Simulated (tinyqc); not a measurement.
# Junctionless gate-all-around wire, depletion approximation: effect of the donor density on the threshold

A uniformly doped n-type wire of radius R under a surrounding gate; long channel. Below flat band a shell from radius rc to R is fully depleted and the neutral core, at channel potential V (0 at the source, Vd at the drain), carries the current with constant mobility; s = (rc/R)^2 is the share of the cross-section that conducts. The edge of the depleted shell is taken as abrupt, so there is no subthreshold current.

Cox = eps0 eox/(R ln(1 + tox/R)); A = q Nd R^2/(4 eps0 eps_r); B = q Nd R/(2 Cox); VT = Vfb - A - B. The flat-band conductance is G0 = q mu Nd pi R^2/L.

Parameters, values chosen for the exercise; material values close to those of silicon:
- eps_r = 11.7 (relative permittivity of the semiconductor)
- eox = 9 (relative permittivity of the gate insulator)
- tox = 8.7 nm (insulator thickness)
- R = 15 nm (wire radius)
- Vfb = 0.35 V (flat-band voltage)
- mu = 56 cm^2/(V s) (effective mobility in the wire)
- L = 0.1 um (gate length)

Constants: q = 1.602176634e-19 C, eps0 = 8.8541878128e-14 F/cm where lengths are in cm. Results are converted to the units shown.

The same in every row: Cox (uF/cm^2) = 1.1614.

Effect of the donor density on the threshold:
```
Nd (cm^-3)     A (V)     B (V)     VT (V)  G0 (uS)
2.1e17      0.018269  0.021728    0.31000   1.3318
3.6e17      0.031318  0.037247    0.28143   2.2831
6.1e17      0.053067  0.063113    0.23382   3.8687
1e18        0.086996   0.10346    0.15954   6.3421
1.8e18       0.15659   0.18624  0.0071714   11.416
3e18         0.26099   0.31039   -0.22138   19.026
5.1e18       0.44368   0.52767   -0.62135   32.345
```

As Nd goes from 2.1e17 to 5.1e18 cm^-3, VT falls from 0.310 to -0.621 V and G0 rises from 1.33 to 32.3 uS. A + B goes on average as Nd^(1.00). The device is normally off (VT > 0) in 5 of the 7 rows. More conductance costs threshold voltage: the same dopants that conduct must be depleted. At Nd = 2.1e17 cm^-3 the radius is under two Debye lengths (at 300 K), so the depletion picture is rough.

Numbers from tinyqc (`OMP_NUM_THREADS=1 python tinyqc.py 2460156 2460157 out.jsonl`; about 0.01 s on one thread of a shared Intel Xeon 2.30GHz).
